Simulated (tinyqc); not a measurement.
Defect, radiative and Auger recombination at equal electron and hole densities (ABC model): one step. The efficiency peak. Five cases, with inputs chosen for the exercise.

Question. IQE peaks at n_p = sqrt(Ae/C); with Q = B/sqrt(Ae C), IQE_max = Q/(Q + 2).

J/(e d) = Ae n + B n^2 + C n^3 with Ae = A + 4 S/w (four side walls, carriers spread evenly), e = 1.602176634e-19 C, lengths in cm; internal efficiency IQE = B n^2/(Ae n + B n^2 + C n^3); all injected carriers recombine in the layer.

Case 1.

Values chosen (orders of magnitude like those quoted for Si; not measured data): A = 10000 1/s (defect rate); B = 5.7e-15 cm^3/s (radiative coefficient); C = 1.7e-30 cm^6/s (Auger coefficient); S = 0 cm/s (recombination velocity of the side walls); w = 1100 micrometre (side of the square mesa); d = 120000 nm (active thickness).

Case 2.

Values chosen (orders of magnitude like those quoted for InP; not measured data): A = 29000000 1/s (defect rate); B = 1.9e-10 cm^3/s (radiative coefficient); C = 5.1e-31 cm^6/s (Auger coefficient); S = 24 cm/s (recombination velocity of the side walls); w = 140 micrometre (side of the square mesa); d = 140 nm (active thickness).

Case 3.

Values chosen (orders of magnitude like those quoted for InP; not measured data): A = 12000000 1/s (defect rate); B = 1.2e-10 cm^3/s (radiative coefficient); C = 6.5e-31 cm^6/s (Auger coefficient); S = 0 cm/s (recombination velocity of the side walls); w = 11 micrometre (side of the square mesa); d = 65 nm (active thickness).

Case 4.

Values chosen (orders of magnitude like those quoted for GaN; not measured data): A = 48000000 1/s (defect rate); B = 1.8e-12 cm^3/s (radiative coefficient); C = 1.5e-31 cm^6/s (Auger coefficient); S = 0 cm/s (recombination velocity of the side walls); w = 2.1 micrometre (side of the square mesa); d = 5.2 nm (active thickness).

Case 5.

Values chosen (orders of magnitude like those quoted for GaN; not measured data): A = 10000000 1/s (defect rate); B = 3e-12 cm^3/s (radiative coefficient); C = 9.6e-32 cm^6/s (Auger coefficient); S = 0 cm/s (recombination velocity of the side walls); w = 55 micrometre (side of the square mesa); d = 5.4 nm (active thickness).

Give: Ae; n_p; Q; IQE_max; J at the peak.

Answer.

Case 1.

Ae = 1.000e+04 1/s
n_p = 7.670e+16 1/cm^3
Q = 0.04372
IQE_max = 0.0214
J at the peak = 3.01 A/cm^2

The side walls are taken as passivated.

Case 2.

Ae = 2.901e+07 1/s
n_p = 7.542e+18 1/cm^3
Q = 49.40
IQE_max = 0.961
J at the peak = 2.52e+04 A/cm^2

The side walls supply 0 % of Ae.

Case 3.

Ae = 1.200e+07 1/s
n_p = 4.297e+18 1/cm^3
Q = 42.97
IQE_max = 0.956
J at the peak = 2.41e+03 A/cm^2

The side walls are taken as passivated.

Case 4.

Ae = 4.800e+07 1/s
n_p = 1.789e+19 1/cm^3
Q = 0.6708
IQE_max = 0.251
J at the peak = 191 A/cm^2

The side walls are taken as passivated.

Case 5.

Ae = 1.000e+07 1/s
n_p = 1.021e+19 1/cm^3
Q = 3.062
IQE_max = 0.605
J at the peak = 44.7 A/cm^2

The side walls are taken as passivated.

Computed by tinyqc, one run a case: `OMP_NUM_THREADS=1 python tinyqc.py N N+1 out.jsonl` with N = 1651733, 1651814, 1651862, 1652423, 1652434; one thread of a shared Intel(R) Xeon(R) Processor @ 2.30GHz, about 0.01 s a run at most.
